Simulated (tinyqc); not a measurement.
Worked calculation: donor or exciton in a quantum well (variational effective-mass method). Computed by tinyqc, a small Python program that keeps every step. Command: `OMP_NUM_THREADS=1 python tinyqc.py 3012887 3012888 out.jsonl welldonor walk`. One thread of a shared host (Intel(R) Xeon(R) Processor @ 2.30GHz), about 0.03 s of CPU time with the checks. Intermediate numbers are printed to about 5 digits and carried at full precision; extremes and crossings named in words are read from the listed rows.

Electron and hole in their lowest subbands f(z) = cos(pi z/L); relative in-plane motion exp(-rho/lambda) (separable trial function), H = -nabla_rho^2 - 2/sqrt(rho^2 + (z_e - z_h)^2) in effective units. Mass and screening are the same in well and barrier; l = L/a* is the width in effective units. Bands are flat: no polarisation or applied field.

Inputs (values chosen for the exercise, modelled on InP): electron mass m = 0.0812 m_0; dielectric constant eps = 12.3; well width L = 28 nm; trial radius lambda = 1.9 a*; in-plane hole mass m_h = 0.16 m_0.

Centre: exciton. Barriers: infinite.

Constants: Ry = 13.605693123 eV; a_0 = 0.529177210903 angstrom; hbar^2/(2 m_0) = 3.80998212 eV angstrom^2.

## Effective units

mu = m m_h/(m + m_h) takes the place of m; Ry* = Ry m/eps^2, a* = a_0 eps/m; l = L/a*.

mass used = 0.053864 m_0

Ry* = 4.8441 meV

a* = 12.084 nm

l = 2.3171

## Binding at the trial radius

k = pi/l; f = cos(k z) inside and zero outside. Binding E_b(lambda) = -1/lambda^2 + (8/lambda^2) int_0^l P(z) g(z) dz, with P(z) = (2/l) [(1 - z/l)(1 + cos(2 pi z/l)/2) + (3/(4 pi)) sin(2 pi z/l)] the distribution of |z_e - z_h| and g(z) = int_z^infinity exp(-2 sqrt(r^2 - z^2)/lambda) dr = int_0^infinity exp(-2 rho/lambda) rho/sqrt(rho^2 + z^2) d rho; 40 Gauss-Legendre points in z and 40 in t with rho = lambda t/(1 - t).

int P dz = 1

int P g dz = 0.69012 a*

E_b(lambda) = 1.2524 Ry*

## Best radius

Golden-section search for the maximum over lambda from 0.3 to 4, 40 steps.

best lambda = 1.1502 a*

binding in Ry* = 1.4451

binding energy = 7.0000 meV

radius lambda a* = 13.899 nm

Confinement changes the binding by a factor 1.445 against the bulk value (limits: 4 in two dimensions, 1 inside a wide well, which this separable form does not reach). Caution: beyond about two Bohr radii the separable trial function begins to underestimate the binding, and in still wider wells it drops below the bulk value instead of tending to it.

## Binding against well width

Each row maximises over lambda (golden section, 0.3 to 4).

Against width:
```
L (nm)  lambda (a*)  binding (Ry*)  binding (meV)
2.2          0.6078         3.2360         15.675
4.2          0.6783         2.8455         13.784
8.4          0.7945         2.3440         11.355
15.0         0.9362         1.9003          9.205
28.0         1.1502         1.4451          7.000
50.0         1.4258         1.0750          5.207
90.0         1.8066         0.7679          3.720
```

The binding is largest in the narrowest well, 3.236 Ry* at 2.2 nm, on the way to 4. In the widest well it is 0.768 Ry*; below the bulk value, a fault of the separable form. In the narrow rows the confinement energy passes real barrier heights: infinite walls and a parabolic band fail, and with real barriers the binding peaks and falls.

Checks made by the program: the two-dimensional limit, 4 Ry* (relative difference 3e-03); normalisation of P(z) (relative difference below 1e-10).
